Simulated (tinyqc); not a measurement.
Born-von Karman spring model of a cubic crystal with one atom per cell: one step, computed by the program tinyqc. Command: `OMP_NUM_THREADS=1 python tinyqc.py 3025524 3025525 out.jsonl springs walk`. One thread of a shared host (Intel(R) Xeon(R) Processor @ 2.30GHz), about 0.1 s of CPU time with the checks.

First neighbours lie at a/2 (1,1,0) (12 of them), second at a (1,0,0) (6), with all permutations and signs; the volume per atom is Omega = a^3/4.

Question. Frequencies at the zone boundary. A neighbour at R with unit vector n couples by the matrix K(R) = kL n n^T + kT (1 - n n^T), and D(q) = (1/M) sum_R K(R) [1 - cos(q.R)]. An eigenvalue lambda of D in eV/(angstrom^2 u) gives nu = 15.6333042 THz x sqrt(lambda).

Inputs (values chosen for the exercise, for a model crystal):
```
quantity,value,unit
atomic mass M,47.1,u
radial spring k1L,2,eV/angstrom^2
transverse spring k1T,0,eV/angstrom^2
radial spring k2L,0.49,eV/angstrom^2
transverse spring k2T,0,eV/angstrom^2
```

Lattice: fcc.

Constants: nu for 1 eV/(angstrom^2 u) = 15.6333042 THz.

Give: Frequencies (THz) at points given in 2 pi/a.

Answer.

Frequencies (THz) at points given in 2 pi/a:
```
point,nu 1,nu 2,nu 3
"X (1, 0, 0)",6.443,6.443,9.112
"L (0.5, 0.5, 0.5)",5.561,5.561,9.654
"W (1, 0.5, 0)",7.189,7.891,7.891
"K (0.75, 0.75, 0)",6.365,7.828,8.418
```
